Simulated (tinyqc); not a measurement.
Ion implantation: universal nuclear stopping, Lindhard-Scharff electronic stopping and a Gaussian range profile: one step, computed by the program tinyqc.

An ion slows by elastic collisions with screened nuclei and by friction with electrons; channelling is ignored and the target is uniform.

Problem. Stopping at the entry energy. Reduced energy eps = 32.53 M2 E/(Z1 Z2 (M1 + M2)(Z1^0.23 + Z2^0.23)), E in keV; s_n = ln(1 + 1.1383 eps)/(2 (eps + 0.01321 eps^0.21226 + 0.19593 eps^0.5)) for eps up to 30 and ln(eps)/(2 eps) above; S_n = 8.462 Z1 Z2 M1 s_n/((M1 + M2)(Z1^0.23 + Z2^0.23)) in 1e-15 eV cm^2. S_e = k 3.83 Z1^(7/6) Z2/(Z1^(2/3) + Z2^(2/3))^(3/2) sqrt(E/M1) in 1e-15 eV cm^2, E in keV. dE/dx = N (S_n + S_e); 1e-15 eV cm^2 = 0.1 eV nm^2.

Inputs (values chosen for the exercise, modelled on nitrogen ions in silicon): ion atomic number Z1 = 7; ion mass M1 = 14 u; target atomic number Z2 = 14; target mass M2 = 28.09 u; target density N = 49.94 1/nm^3; ion energy E = 5.3 keV; scale factor of electronic stopping k = 1.4.

Give: reduced energy eps; s_n; S_n; S_e; energy loss dE/dx.

Solution.

reduced energy eps = 0.34539

s_n = 0.35193

S_n = 28.556 x 1e-15 eV cm^2

S_e = 15.349 x 1e-15 eV cm^2

energy loss dE/dx = 219.26 eV/nm

Nuclear stopping carries 65 % of the loss at entry.
